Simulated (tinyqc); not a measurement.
Inside a calculation. Method: coherent transport through a tight-binding region between two chains. Computed by tinyqc, a small Python program that keeps every step. Settings: temperature = 77, mu = -0.22. Command: `OMP_NUM_THREADS=1 python tinyqc.py 27402 27403 out.jsonl` (the two numbers bound the seeds that draw the settings). One thread of a shared host (Intel(R) Xeon(R) Processor @ 2.60GHz), about 0.07 s of CPU time with the checks.

## Transmission at E = 0.06 eV

H of the central region (eV), lower triangle:
```
,1,2,3
1,0.000000
2,-1.970000,0.000000
3,0.000000,-1.970000,0.000000
```

Leads: semi-infinite chains with site energy 0:
```
parameter,value
lead hopping t (eV),2.940000
coupling to the left lead (eV),1.100000
coupling to the right lead (eV),1.310000
left contact site,1
right contact site,3
```

E = 0.060000 eV

Surface Green function g = (E - i sqrt(4 t^2 - E^2)) / (2 t^2); self-energy tc^2 g on each contact site; G = (E - H - Sigma)^(-1); Gamma = -2 Im Sigma; T = Gamma_L Gamma_R |G_LR|^2; local density of states -Im G_ii / pi.

g = 0.003471-0.340118i 1/eV

G (1/eV), lower triangle:
```
,1,2,3
1,0.104270-0.992916i
2,0.297235+0.006342i,-0.007094-0.062274i
3,-0.113323+0.992723i,0.210595-0.004445i,0.106909-0.992587i
```

local density of states (1/eV): 0.316055  0.019822  0.315950

transmission = 0.959239

## Transmission across the band

The same steps on a grid of energies.

T(E):
```
E (eV),T
-5.58600000,0.000124
-5.02740000,0.000770
-4.46880000,0.003221
-3.91020000,0.015198
-3.35160000,0.123324
-2.79300000,0.881666
-2.23440000,0.251307
-1.67580000,0.187284
-1.11720000,0.246740
-0.55860000,0.506242
0,0.970085
0.55860000,0.506242
1.11720000,0.246740
1.67580000,0.187284
2.23440000,0.251307
2.79300000,0.881666
3.35160000,0.123324
3.91020000,0.015198
4.46880000,0.003221
5.02740000,0.000770
5.58600000,0.000124
```

levels of the isolated region (eV): -2.786001  0.000000  2.786001

## Current

I = (2e/h) int T(E) [f(E - mu - V/2) - f(E - mu + V/2)] dE at 77 K with mu = -0.22 eV, the bias not changing H; 2e^2/h = 77.48092 microsiemens; the integral runs over the band on 4001 points.

Current:
```
V (volt),I (microampere)
0.010000,0.653156
0.050000,3.265008
0.100000,6.525178
0.200000,13.011184
0.400000,25.697048
0.800000,48.677932
```
